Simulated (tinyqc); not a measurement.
Lorentz oscillators and the Kramers-Kronig relations: sweeps and comparisons. A value that a table varies takes the place of the one given here.

eps(E) = 1 + sum_j S_j/(E0_j^2 - E^2 - i G_j E).

Kramers-Kronig: eps1(E) = 1 + (2/pi) P integral_0^infinity E1 eps2(E1)/(E1^2 - E^2) dE1. Maclaurin rule on the grid E_j = j h, j = 1 .. M: eps1(E_i) = 1 + (4 h/pi) sum over j with j - i odd of E_j eps2(E_j)/(E_j^2 - E_i^2); nothing is added above E_M.

n + i k = sqrt(eps1 + i eps2) with k >= 0; R = ((n - 1)^2 + k^2)/((n + 1)^2 + k^2) at normal incidence from vacuum; alpha = 2 E k/(hbar c), times 1e8 for 1/cm; loss function Im(-1/eps) = eps2/(eps1^2 + eps2^2).

Constants: hbar c = 1973.269805 eV angstrom.

Inputs chosen for the exercise (line positions loosely like those of GaN; Lorentz tails absorb below the gap, where the real solid is clear; shifted at random, so the results belong to these values and not to a real crystal):
- E0 = (4.38, 6.95, 9.26) eV (resonances)
- G = (1.42, 0.77, 2.41) eV (widths)
- S = (12.3, 66.1, 107.9) eV^2 (strengths)
- h = 0.8 eV (grid step)
- M = 36 (grid points E_j = j h)
- E_t = 2 eV (energy below the first line)
- E = 6 eV (photon energy)

## Numerical transform against the formula

Every third grid point is listed; the error is the transform minus the formula.

Dielectric function:

| E (eV) | eps2 | eps1 formula | eps1 transform | error |
|---|---|---|---|---|
| 1.60 | 0.198 | 4.465 | 4.699 | 0.235 |
| 4.00 | 2.051 | 5.470 | 4.778 | -0.691 |
| 6.40 | 5.108 | 8.879 | 7.981 | -0.898 |
| 8.80 | 4.955 | 0.374 | 0.994 | 0.621 |
| 11.20 | 1.376 | -1.818 | -1.987 | -0.168 |
| 13.60 | 0.369 | -0.535 | -0.405 | 0.130 |
| 16.00 | 0.160 | 0.029 | -0.037 | -0.065 |
| 18.40 | 0.087 | 0.320 | 0.379 | 0.059 |
| 20.80 | 0.053 | 0.494 | 0.456 | -0.038 |
| 23.20 | 0.035 | 0.607 | 0.639 | 0.032 |
| 25.60 | 0.025 | 0.685 | 0.657 | -0.028 |
| 28.00 | 0.018 | 0.741 | 0.757 | 0.016 |

The largest error listed is -0.898 at 6.40 eV. The rule samples every 2h = 1.6 eV and the narrowest line is 0.77 eV wide, so it is not resolved. The grid ends at 28.8 eV, where eps2 is still 0.017; the error at the last point listed, nearest the missing tail, is +0.016.

## How far the spectrum must be known

The integrals are done by adaptive quadrature and cut at E_cut. f-sum share: (2/pi) integral of E eps2 over sum S. Static share: (2/pi) integral of eps2/E over eps(0) - 1.

Cut integrals:

| E_cut (eV) | eps1(E_t) | f-sum share | static share |
|---|---|---|---|
| 7.4 | 3.332 | 0.356 | 0.634 |
| 10.2 | 4.314 | 0.735 | 0.918 |
| 13.9 | 4.541 | 0.887 | 0.986 |
| 18.5 | 4.573 | 0.928 | 0.995 |
| 27.8 | 4.585 | 0.957 | 0.999 |
| 46.3 | 4.587 | 0.975 | 1.000 |

eps1(E_t) from the formula = 4.588

Cut at 10.2 eV, just above the last line, eps1(E_t) lacks 0.274; cut at 46.3 eV it lacks 0.001. At 13.9 eV the static sum has reached 0.986 and the f-sum only 0.887: the f-sum weights eps2 by E and the static sum by 1/E, so the f-sum needs the far tail.

## Optical constants across the spectrum

Spectrum:

| E (eV) | eps1 | eps2 | n | k | R | loss |
|---|---|---|---|---|---|---|
| 1.39 | 4.414 | 0.165 | 2.101 | 0.039 | 0.126 | 0.008 |
| 3.28 | 5.294 | 0.886 | 2.309 | 0.192 | 0.159 | 0.031 |
| 5.18 | 4.893 | 1.728 | 2.245 | 0.385 | 0.159 | 0.064 |
| 7.07 | -0.327 | 12.373 | 2.455 | 2.520 | 0.463 | 0.081 |
| 8.97 | -0.005 | 5.172 | 1.607 | 1.609 | 0.315 | 0.193 |
| 10.86 | -2.075 | 1.772 | 0.572 | 1.550 | 0.531 | 0.238 |
| 12.75 | -0.870 | 0.544 | 0.280 | 0.974 | 0.567 | 0.517 |
| 14.65 | -0.237 | 0.247 | 0.229 | 0.538 | 0.490 | 2.111 |
| 16.54 | 0.110 | 0.138 | 0.378 | 0.182 | 0.217 | 4.438 |
| 18.44 | 0.324 | 0.086 | 0.574 | 0.075 | 0.075 | 0.765 |
| 20.33 | 0.466 | 0.058 | 0.684 | 0.043 | 0.036 | 0.264 |
| 22.22 | 0.566 | 0.042 | 0.753 | 0.028 | 0.020 | 0.129 |

Among the energies listed the largest values are at (eV): eps2 7.07; n 7.07; k 7.07; R 12.75; loss 16.54. eps1 crosses zero at 7.06, 8.05, 8.97 and 15.83 eV; the last crossing is upward and marks the plasmon, against sqrt(sum S) = 13.65 eV for free electrons.

## What each oscillator parameter does

At the energy E. Each row changes one parameter from the base and keeps the others.

Results:

| case | eps1 | eps2 | n | k | R |
|---|---|---|---|---|---|
| base | 7.127 | 2.645 | 2.714 | 0.487 | 0.226 |
| E0 = (4.599, 6.95, 9.26) eV | 7.086 | 2.707 | 2.708 | 0.500 | 0.226 |
| G = (2.13, 0.77, 2.41) eV | 7.245 | 2.702 | 2.737 | 0.494 | 0.229 |
| S = (14.76, 66.1, 107.9) eV^2 | 7.010 | 2.704 | 2.695 | 0.502 | 0.225 |
| E = 6.3 eV | 8.436 | 4.198 | 2.988 | 0.702 | 0.271 |

The largest shifts from the base row, up to three for each result and ties (the steps differ in size, so this ranks the rows, not the parameters). eps1: E +1.309, G +0.118, S -0.116. eps2: E +1.554, E0 +0.063, S +0.059. n: E +0.274, G +0.023, S -0.019. k: E +0.215, S +0.014, E0 +0.013. R: E +0.045, G +0.003, S -0.002; unchanged at the printed digits by E0.

(tinyqc, `OMP_NUM_THREADS=1 python tinyqc.py 1682685 1682686 out.jsonl`, Intel(R) Xeon(R) Processor @ 2.30GHz, 1 thread, shared host, about 0.2 s.)
